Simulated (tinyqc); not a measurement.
# Bias-temperature instability, empirical power law with universal recovery: effects of single changes

Threshold-voltage shift at the end of a stress: dV = A (V/V0)^g exp[-(Ea q/kB)(1/T - 1/T0)] (t/1 s)^n. After a delay tr the permanent share pp stays and the rest falls by r = 1/(1 + B (tr/t)^be). An empirical model: its parameters are fits, not properties.

Values chosen for this exercise: reference stress voltage V0 = 1.9 V; reference temperature T0 = 373 K; shift after 1 s at V0 and T0 A = 7.3 mV; time exponent n = 0.23; voltage exponent g = 3.5; apparent activation energy of the shift Ea = 0.11 eV; permanent share pp = 0.22; recovery scale B = 2.9; recovery dispersion be = 0.17; stress time ts = 100 s.

Constants: q = 1.602176634e-19 C, kB = 1.380649e-23 J/K. Results are converted to the units shown.

Each table varies one quantity; the others keep the values above.

## Recovery after a stress

At V0 and T0 after the stress time ts.

Recovery after a stress:

| tr (s) | tr/ts | share left | shift (mV) |
|---|---|---|---|
| 0.00013 | 1.3000e-6 | 0.82485 | 17.366 |
| 0.0017 | 1.7000e-5 | 0.75856 | 15.970 |
| 0.022 | 2.2000e-4 | 0.68077 | 14.333 |
| 0.29 | 0.0029000 | 0.59608 | 12.550 |
| 3.8 | 0.038000 | 0.51287 | 10.798 |
| 49 | 0.49000 | 0.43856 | 9.2332 |
| 640 | 6.4000 | 0.37675 | 7.9319 |
| 8300 | 83.000 | 0.32914 | 6.9296 |

What does the table show?

The shift falls from 17.4 to 6.93 mV over 7.8 decades of time, towards the permanent 4.63 mV. Half of the recoverable part is gone at tr/ts = B^(-1/be) = 0.00191.

## Effect of the measurement delay

Same model as above.

At V0 and T0. The apparent n comes from the measured shifts at ts/100 and ts, and the projection extends that line from ts to ten years (3.15576e8 s).

The same in every row: true shift (mV) = 657.8.

Results:

| tr (s) | share left at ts | apparent n | projected shift (mV) |
|---|---|---|---|
| 1e-6 | 0.9124 | 0.2503 | 813.5 |
| 1e-5 | 0.8770 | 0.2573 | 868.2 |
| 0.0001 | 0.8308 | 0.2654 | 928.9 |
| 0.001 | 0.7733 | 0.2740 | 983.5 |
| 0.01 | 0.7057 | 0.2820 | 1011 |
| 0.1 | 0.6314 | 0.2880 | 988.7 |
| 10 | 0.4835 | 0.2896 | 775.6 |

Estimate the missing row, tr = 1 s.

Computed row:

| tr (s) | share left at ts | apparent n | projected shift (mV) |
|---|---|---|---|
| 1 | 0.5554 | 0.2907 | 905.9 |

With this row back in the table: The share left falls from 0.912 to 0.483 and the apparent n goes from 0.250 through a maximum of 0.291 (at tr = 1 s among the rows listed) to 0.290. The projection is 24 % above the true ten-year shift in the first row and 18 % above it in the last: a lower start and a steeper slope work against each other.

Computed by the program tinyqc: `OMP_NUM_THREADS=1 python tinyqc.py 2070033 2070034 out.jsonl`, one thread of a shared Intel Xeon 2.30GHz, about 0.01 s for the whole run.
